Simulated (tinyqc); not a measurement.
# MOS capacitor on a p-type substrate, surface potential from the exact charge relation: effects of single changes

Uniform p-type substrate, Boltzmann statistics, full ionisation, classical densities. psi is the surface potential against the body (positive when the bands bend down) and u = psi/Vt. Traps are spread evenly over the gap and neutral at flat band, so their charge is -q Dit psi; the minority quasi-Fermi level is shifted by Vb.

Values chosen for this exercise; band and dielectric values those of a made-up semiconductor: temperature T = 300 K; band gap Eg = 1.28 eV; relative permittivity eps_r = 14.8; conduction-band density of states at T Nc = 2.93e19 cm^-3; valence-band density of states at T Nv = 2e19 cm^-3; electron affinity chi = 3.23 eV; acceptor density of the substrate N = 1.1e15 cm^-3; relative permittivity of the gate insulator (close to silicon dioxide) eox = 3.9; insulator thickness tox = 3.9 nm; gate work function phiM = 4.01 eV; fixed charge at the interface, in units of q Nf = 2.4e11 cm^-2; density of interface traps Dit = 0 cm^-2 eV^-1; reverse bias of the inversion layer against the body Vb = 0 V.

Constants: q = 1.602176634e-19 C, kB = 1.380649e-23 J/K, Vt = kB T/q, eps0 = 8.8541878128e-14 F/cm where lengths are in cm. Results are converted to the units shown.

Each table varies one quantity; the others keep the values above.

## Capacitance-voltage curves

ni = sqrt(Nc Nv) exp(-Eg/(2 Vt)), Eg in volts; phiF = Vt ln(N/ni); Cox = eps0 eox/tox; Vfb = phiM - chi - (Eg - Vt ln(Nv/N)) - q Nf/Cox; Q0 = sqrt(2 eps0 eps_r q N Vt); r = (ni/N)^2 exp(-Vb/Vt); VT = Vfb + [(2 phiF + Vb)(1 + q Dit/Cox) + sqrt(2 eps0 eps_r q N (2 phiF + Vb))/Cox]. u = psi/Vt; F^2 = exp(-u) + u - 1 + r (exp(u) - u - 1); Qs = -sign(u) Q0 F; Cs = -dQs/dpsi = (Q0/Vt) |1 - exp(-u) + r (exp(u) - 1)|/(2 F). psi solves Vg = Vfb + psi + (q Dit psi - Qs)/Cox. Low frequency: 1/C_LF = 1/Cox + 1/(Cs + q Dit). High frequency, in the simple estimate in which traps and minority carriers do not follow: 1/C_HF = 1/Cox + 1/Cd, Cd being Cs with r = 0 at the same psi. Deep depletion: r = 0 and Dit = 0 both in the equation for psi and in Cs. Minority sheet density N_inv = (Q0/(2 q)) int_0^u r (exp(t) - 1)/F(t) dt for u > 0. N_inv under 1 cm^-2 is printed as 0. Regimes: accumulation when majority carriers gather, then depletion up to |psi| = phiF + Vb, weak inversion up to 2 phiF + Vb, strong inversion beyond.

Capacitance-voltage curves:
```
Vg (V)	psi (V)	C_LF/Cox	C_HF/Cox	C_deep/Cox	N_inv (cm^-2)	regime
-1.05	-0.25179	0.90773	0.90773	0.90773	0	accumulation
-0.86	-0.23089	0.86788	0.86788	0.86788	0	accumulation
-0.66	-0.19638	0.77135	0.77135	0.77135	0	accumulation
-0.47	-0.13146	0.49293	0.49293	0.49293	0	accumulation
-0.27	0.018134	0.078907	0.078907	0.078907	0	depletion
-0.08	0.19975	0.028268	0.028268	0.028268	1.5740	depletion
0.11	0.38531	0.019841	0.019841	0.019841	1360.3	weak inversion
0.31	0.58177	0.016031	0.016017	0.016017	2.1510e6	weak inversion
0.5	0.76850	0.029923	0.013888	0.013884	2.5077e9	strong inversion
0.7	0.91398	0.57233	0.012714	0.012360	2.9596e11	strong inversion
0.89	0.96897	0.80117	0.012343	0.011297	1.0414e12	strong inversion
1.09	0.99966	0.87988	0.012149	0.010429	1.9768e12	strong inversion
```

What does the comparison show, and why?

C_LF/Cox is lowest, 0.0160, at Vg = 0.31 V (weak inversion) among the rows listed and is 0.880 in the last row, where C_HF/Cox is 0.0121 and the deep-depletion value 0.0104. Vfb = -0.290 V, where C_HF/Cox = 0.0965 (Cox in series with eps0 eps_r/LD), and VT = 0.494 V. Over the last two rows psi moves by only 0.15 V a volt of gate bias, since the inversion charge screens the body. In strong accumulation and inversion degeneracy and confinement, left out here, lower the capacitance.

## Effect of the insulator thickness on threshold and swing

ni = sqrt(Nc Nv) exp(-Eg/(2 Vt)), Eg in volts; phiF = Vt ln(N/ni); Cox = eps0 eox/tox; Vfb = phiM - chi - (Eg - Vt ln(Nv/N)) - q Nf/Cox; VT = Vfb + [(2 phiF + Vb)(1 + q Dit/Cox) + sqrt(2 eps0 eps_r q N (2 phiF + Vb))/Cox]. gamma = sqrt(2 eps0 eps_r q N)/Cox; Wm = sqrt(2 eps0 eps_r (2 phiF + Vb)/(q N)); m = 1 + (eps0 eps_r/Wm + q Dit)/Cox; swing m Vt ln 10; Cmin/Cox = 1/(1 + Cox Wm/(eps0 eps_r)).

The same in every row: 2 phiF (V) = 0.7630; Wm (nm) = 1065.

Effect of the insulator thickness on threshold and swing:
```
tox (nm)	Vfb (V)	gamma (V^0.5)	VT (V)	m	swing (mV/decade)	Cmin/Cox
0.97	-0.2572	0.006037	0.5110	1.003	59.73	0.003444
1.4	-0.2620	0.008713	0.5086	1.005	59.82	0.004963
2.2	-0.2709	0.01369	0.5040	1.008	59.99	0.007777
3.2	-0.2821	0.01992	0.4983	1.011	60.21	0.01127
4.8	-0.2999	0.02987	0.4892	1.017	60.54	0.01681
7.1	-0.3255	0.04419	0.4761	1.025	61.03	0.02467
10	-0.3578	0.06224	0.4596	1.036	61.65	0.03440
16	-0.4246	0.09958	0.4254	1.057	62.92	0.05393
```

What does the comparison show?

As tox goes from 0.97 to 16, VT falls from 0.511 to 0.425 V, the swing rises from 59.7 to 62.9 mV/decade and Cmin/Cox rises from 0.00344 to 0.0539. Of the change of VT by -0.0857 V, -0.167 V comes from Vfb and 0.0817 V from the band bending and the charge it takes. m - 1 goes as tox^(1.00), that is as 1/Cox.

## Effect of the acceptor density of the substrate on threshold and swing

Same model as above.

Result of one run:
```
N (cm^-3)	Vfb (V)	2 phiF (V)	gamma (V^0.5)	VT (V)	Wm (nm)	m	swing (mV/decade)	Cmin/Cox
1.2e18	-0.4707	1.125	0.8017	1.504	39.15	1.378	82.03	0.2743
```

What becomes of these results when the acceptor density of the substrate N is changed from 1.2e18 to 3.7e17 cm^-3, all else the same?

Result of the changed run:
```
N (cm^-3)	Vfb (V)	2 phiF (V)	gamma (V^0.5)	VT (V)	Wm (nm)	m	swing (mV/decade)	Cmin/Cox
3.7e17	-0.4403	1.064	0.4452	1.083	68.58	1.216	72.37	0.1775
```

The whole series:
```
N (cm^-3)	Vfb (V)	2 phiF (V)	gamma (V^0.5)	VT (V)	Wm (nm)	m	swing (mV/decade)	Cmin/Cox
1e15	-0.2874	0.7581	0.02314	0.4908	1114	1.013	60.32	0.01312
3.3e15	-0.3183	0.8198	0.04204	0.5396	637.5	1.023	60.91	0.02269
1.1e16	-0.3494	0.8821	0.07676	0.6048	362.2	1.041	61.96	0.03926
3.5e16	-0.3793	0.9419	0.1369	0.6955	209.8	1.071	63.73	0.06589
1.1e17	-0.4089	1.001	0.2427	0.8351	122.0	1.121	66.75	0.1082
3.7e17	-0.4403	1.064	0.4452	1.083	68.58	1.216	72.37	0.1775
1.2e18	-0.4707	1.125	0.8017	1.504	39.15	1.378	82.03	0.2743
4e18	-0.5018	1.187	1.464	2.280	22.03	1.672	99.51	0.4018
```

As N goes from 1e15 to 4e18, VT rises from 0.491 to 2.28 V, the swing rises from 60.3 to 99.5 mV/decade and Cmin/Cox rises from 0.0131 to 0.402. Of the change of VT by 1.79 V, -0.214 V comes from Vfb and 2.00 V from the band bending and the charge it takes. gamma goes as N^(0.50) and Wm as N^(-0.47); phiF, which grows slowly with N, keeps the latter from -1/2.

Numbers from tinyqc (`OMP_NUM_THREADS=1 python tinyqc.py 2060135 2060136 out.jsonl`; about 0.01 s on one thread of a shared Intel Xeon 2.30GHz).
